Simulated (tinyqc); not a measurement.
From results back to parameters: recursion (Haydock) method for the local density of states: surface site of a cubic lattice.

Problem. A local density has moments mu1 = a0, mu2 = a0^2 + b1^2 and, for a1 = a2 = 0, mu4 = a0^4 + 3 a0^2 b1^2 + b1^4 + b1^2 b2^2; b1^2 = (number of neighbours) t^2. The moments come from a hidden site.

Parameters, chosen for this exercise: t = 0.85 eV (hopping).

mu1, mu2, mu4 (eV^n): 0.00000  3.61250  32.36439

Find: a0, b1, b2; neighbours.

Solution. Take the moments in turn: mu1 gives a0, mu2 gives b1, mu4 gives b2.

a0, b1, b2 (eV): 0.000  1.901  2.312

neighbours = 5

tinyqc: `OMP_NUM_THREADS=1 python tinyqc.py 1481761 1481762 out.jsonl`; about 0.08 s, one thread, shared Intel(R) Xeon(R) Processor @ 2.30GHz.
